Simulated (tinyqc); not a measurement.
From results back to parameters: linear model of a band gap against the share of exact exchange. Three cases, with inputs chosen for the exercise.

Problem. Gap and optical dielectric constant were computed at two shares alpha. They follow E = E0 + S alpha and eps = 1 + (e0 - 1)(EP/(EP + S alpha))^2.

Case 1.

Values chosen (out of a larger set: of the order of those of TiO2; not measured data): al12 = (0.25, 0.3) (two shares of exact exchange).

gaps (eV): 3.89500  4.30200

eps: 6.239238  5.955835

Case 2.

Values chosen (out of a larger set: of the order of those of Ge; not measured data): al12 = (0.3, 0.4) (two shares of exact exchange).

gaps (eV): 1.49900  1.97200

eps: 13.542668  12.426874

Case 3.

Values chosen (out of a larger set: of the order of those of GaAs; not measured data): al12 = (0.15, 0.25) (two shares of exact exchange).

gaps (eV): 1.35050  1.91750

eps: 9.988536  9.132563

Find: S; E0; EP; e0.

Solution. The two gaps give S and E0. With q = sqrt((eps1 - 1)/(eps2 - 1)) = (EP + S alpha2)/(EP + S alpha1), EP = S (alpha2 - q alpha1)/(q - 1); e0 follows from either eps.

Case 1.

S = 8.14 eV
E0 = 1.86 eV
EP = 12.4 eV
e0 = 8.10

Case 2.

S = 4.73 eV
E0 = 0.08 eV
EP = 8.5 eV
e0 = 18.08

Case 3.

S = 5.67 eV
E0 = 0.50 eV
EP = 10.2 eV
e0 = 11.55

Computed by tinyqc, one run a case: `OMP_NUM_THREADS=1 python tinyqc.py N N+1 out.jsonl` with N = 1850061, 1850067, 1850074; one thread of a shared Intel(R) Xeon(R) Processor @ 2.30GHz, about 0.01 s a run at most.
